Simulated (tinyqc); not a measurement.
Fermi-Dirac statistics of conduction electrons, step by step. Values are carried at full precision from step to step, so a last printed digit may differ when a step is redone from the rounded ones.

Constants: hbar^2/2m0 = 3.80998211 eV angstrom^2; kB = 8.617333262e-05 eV/K; e^2/(4 pi eps0) = 14.39964547 eV angstrom.

Inputs chosen for the exercise (near those of GaN, lowest valleys alone; shifted at random, so the results belong to these values and not to a real crystal): m = 0.197 m0 (density-of-states mass of the conduction band); T = 300 K; n = 3.1e+18 1/cm^3 (electron density); eps = 8.94 (static dielectric constant); alpha = 0.19 1/eV (non-parabolicity).

## Reduced density

N = 2 (m kB T/(4 pi c))^(3/2) with c = hbar^2/2m0, in 1/angstrom^3; times 1e24 for 1/cm^3; u = n/Nc.

kT = 0.025852 eV
Nc = 2.1942e+18 1/cm^3
u = n/Nc = 1.41283

## Reduced Fermi level by five rules

F_j(eta) = (1/Gamma(j + 1)) integral_0^infinity x^j dx/(1 + exp(x - eta)), which tends to exp(eta) for eta << 0.

With u = n/Nc: Boltzmann eta = ln u; Joyce-Dixon eta = ln u + u/sqrt(8) - 4.95009e-3 u^2 + 1.48386e-4 u^3 - 4.42563e-6 u^4; Nilsson eta = ln u/(1 - u^2) + v/(1 + (0.24 + 1.08 v)^-2) with v = (3 sqrt(pi) u/4)^(2/3); fully degenerate limit eta = v; exact: F_1/2(eta) = u.

Find eta = (EF - Ec)/kT by each rule.

eta: Boltzmann 0.346, Joyce-Dixon 0.836, Nilsson 0.841, degenerate 1.522, exact 0.836

Against the exact value the errors are Boltzmann -0.490, Joyce-Dixon 0.000, Nilsson +0.005, degenerate limit +0.687 (in kT).

## Exact eta by Newton steps

Solve ln F_1/2(eta) = ln u from the Boltzmann value; dF_1/2/d eta = F_-1/2, so the step is -ln(F_1/2/u) F_1/2/F_-1/2. Stop below 1e-9.

Newton steps:
```
step       eta     F_1/2    F_-1/2  step taken
1     0.345596  0.997657  0.742693       0.467
2     0.812984   1.39134  0.943997      0.0226
3     0.835574   1.41278  0.953988    5.39e-05
4     0.835628   1.41283  0.954012    3.07e-10
```

Converged in 4 steps.

## Mean energy, Einstein relation and screening

eta = 0.83563

Mean kinetic energy <E> = (3/2) kT F_3/2/F_1/2; D/mu = (kT/e) F_1/2/F_-1/2; dn/dEF = (Nc/kT) F_-1/2; screening length L = (4 pi (e^2/(4 pi eps0)) (dn/dEF)/eps)^(-1/2), with dn/dEF in 1/(angstrom^3 eV) (1/cm^3 = 1e-24/angstrom^3).

F_-1/2, F_1/2, F_3/2: 0.9540  1.413  1.757

<E> = 48.22 meV
D/mu = 38.29 mV
dn/dEF = 8.097e+19 1/(cm^3 eV)
L = 24.70 angstrom

EF lies within 2 kT of the edge. D/mu is 1.481 times kT/e and <E> is 1.243 times (3/2) kT; the Debye formula, with n/kT in place of dn/dEF, would give L = 20.3 angstrom.

## Fermi level in the non-parabolic band

Non-parabolic band E (1 + alpha E) = c k^2/m: n = Nc (2/sqrt(pi)) integral_0^infinity sqrt(x (1 + a x)) (1 + 2 a x) dx/(1 + exp(x - eta)) with a = alpha kT and eta = (EF - Ec)/kT; a = 0 gives n = Nc F_1/2(eta).

Solve for eta at the same n.

a = 0.00491
eta = 0.802
EF - Ec = 20.74 meV

The extra states lower EF by 0.86 meV against the parabolic band.

## Checks

- Non-parabolic integral at a = 0 against F_1/2(2): both 2.823721.
- F_1/2(40) against the Sommerfeld form (4/(3 sqrt(pi))) eta^(3/2) (1 + pi^2/(8 eta^2)): both 190.45.

Run: tinyqc, `OMP_NUM_THREADS=1 python tinyqc.py 1681126 1681127 out.jsonl`; Intel(R) Xeon(R) Processor @ 2.30GHz, one thread, shared host; about 0.01 s of CPU time with all checks.
